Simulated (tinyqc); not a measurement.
Band filling: full bands against the rectangular model: Slater-Koster d bands of a bcc metal.

Slater-Koster d bands. For a bond with direction cosines (l, m, n) the 5 x 5 block is dds Ps + ddp Pp + ddd (1 - Ps - Pp), the projectors on sigma, pi and delta states about the bond; for instance <xy|xy> = 3 l^2 m^2 dds + (l^2 + m^2 - 4 l^2 m^2) ddp + (n^2 + l^2 m^2) ddd, <xy|yz> = 3 l m^2 n dds + l n (1 - 4 m^2) ddp + l n (m^2 - 1) ddd and <3z2-r2|3z2-r2> = (n^2 - (l^2 + m^2)/2)^2 dds + 3 n^2 (l^2 + m^2) ddp + (3/4)(l^2 + m^2)^2 ddd. H(k) sums the blocks times cos(k.R) over the neighbours; the d level is the zero of energy; k in 2 pi/a.

Neighbours: eight at (a/2)(1,1,1) and equivalents, and six at a(1,0,0) and equivalents with the integrals times f2.

Mesh: k = f1 b1 + f2 b2 + f3 b3 with fractions (j + 1/2)/N, j = 0 to N - 1, and b = (-1,1,1), (1,-1,1), (1,1,-1) for fcc, (0,1,1), (1,0,1), (1,1,0) for bcc, unit vectors for simple cubic. The lowest Nd/10 of all levels are filled with two electrons each; the bond energy is their sum per atom.

Parameters, chosen for this exercise (of the size met in W; shifted at random, so the results belong to these values and not to a real crystal): dds = -1.459 eV (dd sigma); ddp = 0.773 eV (dd pi); ddd = -0.263 eV (dd delta); f2 = 0.42 (factor on all three integrals for second neighbours); N = 8 (mesh).

W = sqrt(12 mu2) with mu2 the mean square level on the mesh; rectangular model: Fermi level W (Nd/10 - 1/2), bond energy -W Nd (10 - Nd)/20. The Fermi level of the mesh is the highest filled level.

Per atom (eV):

| Nd | EF, bands | bond energy, bands | EF, rectangle | bond energy, rectangle |
|---|---|---|---|---|
| 1 | -3.337 | -3.704 | -3.470 | -3.904 |
| 2 | -2.806 | -6.753 | -2.603 | -6.940 |
| 3 | -2.359 | -9.340 | -1.735 | -9.109 |
| 4 | -0.848 | -11.114 | -0.868 | -10.411 |
| 5 | 0.772 | -11.101 | 0.000 | -10.845 |
| 6 | 1.484 | -9.962 | 0.868 | -10.411 |
| 7 | 1.728 | -8.381 | 1.735 | -9.109 |
| 8 | 2.196 | -6.384 | 2.603 | -6.940 |
| 9 | 3.262 | -3.822 | 3.470 | -3.904 |

W = 8.676 eV
full width on the mesh = 9.597 eV

What can be read from this table?

The bond energy is deepest at Nd = 4 (-11.114 eV); the rectangle has its minimum at 5. The two differ most at Nd = 7, by 0.728 eV or 7 % of the deepest value: the second moment fixes the parabola, and higher moments the rest. At Nd = 3 and 7 the bands give -9.340 and -8.381 eV, a skew towards less than half filling.

(tinyqc, `OMP_NUM_THREADS=1 python tinyqc.py 1480367 1480368 out.jsonl`, Intel(R) Xeon(R) Processor @ 2.30GHz, 1 thread, shared host, about 0.05 s.)
